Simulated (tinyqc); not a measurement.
Carrier lifetime from Shockley-Read-Hall, radiative, Auger and surface recombination: one step, computed by the program tinyqc. Command: `OMP_NUM_THREADS=1 python tinyqc.py 3027540 3027541 out.jsonl lifetime walk`. One thread of a shared host (Intel(R) Xeon(R) Processor @ 2.30GHz), about 0.03 s of CPU time with the checks.

Energies are counted from the top of the valence band. Boltzmann statistics, full ionisation, and equal excess densities of electrons and holes.

Task: Steady state under generation. With n = n_0 + dn, p = p_0 + dn and U/dn = 1/tau: (n p - n_i^2)/dn = n_0 + p_0 + dn = s; 1/tau_SRH = s/[tau_p0 (n + n1) + tau_n0 (p + p1)]; 1/tau_rad = B s; 1/tau_Aug = (C_n n + C_p p) s; the rates add, with 1/tau_s. dn solves dn/tau_eff(dn) = G (60 bisections in ln dn between 1e-2 and 1e22 cm^-3); the splitting of the quasi-Fermi levels is k_B T ln(n p/n_i^2).

Inputs (values chosen for the exercise, with bands modelled on germanium):
```
quantity                   value        unit
temperature T                400           K
radiative coefficient B  4.3e-15      cm^3/s
Auger coefficient C_n    4.5e-30      cm^6/s
Auger coefficient C_p    4.2e-31      cm^6/s
generation rate G          4e+21  cm^-3 s^-1
```

Doping: p-type. Surface term: two equal surfaces.

n_0 = 5.296737e+14 cm^-3

p_0 = 1.129674e+15 cm^-3

tau_p0 = 0.005981673 s

n1 = 4.091025e+15 cm^-3

tau_n0 = 0.01129205 s

p1 = 1.462612e+14 cm^-3

tau_s = 2.524537e-06 s

n_i = 7.735363e+14 cm^-3

Constants: k_B = 8.617333262e-05 eV/K.

Give: steady excess density; lifetime in the steady state; quasi-Fermi splitting under G.

Result:

steady excess density = 1.008e+16 cm^-3

lifetime in the steady state = 2.520e-06 s

quasi-Fermi splitting under G = 0.1824 eV
